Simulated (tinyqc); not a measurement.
Read current of a NAND string, cells in series solved by shooting: one step of the calculation.

Cells in series, numbered from 0 at the source line (0 V) to the bit line, each followed by a gap resistance Rg. A cell with gate Vg, threshold VT, source Vs and drain Vd passes I = 2 nf K Vt^2 [F(Vs) - F(Vd)]/(1 + th max(Vg - VT, 0)), F(V) = ln^2(1 + exp((Vg - VT - nf V)/(2 nf Vt))). The selected cell has Vg = Vr, the others Vg = Vp.

Problem. Node voltages for a trial current. For a trial current I start at 0 V and, cell by cell (the selected one is cell 0), solve for the drain: sqrt(F(Vd)) = sqrt(F(Vs) - I/k), k = 2 nf K Vt^2/(1 + th max(Vg - VT, 0)), Vd = [Vg - VT - 2 nf Vt ln(exp(sqrt F) - 1)]/nf, then add I Rg.

Inputs (values chosen for the exercise); values of the order met in vertical NAND strings: temperature T = 300 K; gain factor of a cell K = 29 uA/V^2; slope factor nf = 1.7; mobility reduction factor th = 0.15 1/V; resistance of the gap between cells Rg = 4 kohm; bit-line voltage Vbl = 0.5 V; pass voltage Vp = 6.1 V; read voltage on the selected word line Vr = 2.96 V.

Constants: q = 1.602176634e-19 C, kB = 1.380649e-23 J/K, Vt = kB T/q. Results are converted to the units shown.

first trial current = 3.1 uA
thresholds from the source end, cell 0 to 4 (V): [1.9, -2.2, -2.2, 3.8, -2.2]

Find: node voltage after each cell and gap, trial 1.

Solution.

node voltage after each cell and gap, trial 1, cell 0 to 4 (V): [0.14295, 0.18523, 0.22778, 0.31804, 0.36147]

Program tinyqc, `OMP_NUM_THREADS=1 python tinyqc.py 2142182 2142183 out.jsonl`; Intel Xeon 2.30GHz, shared host, one thread, about 0.5 s.
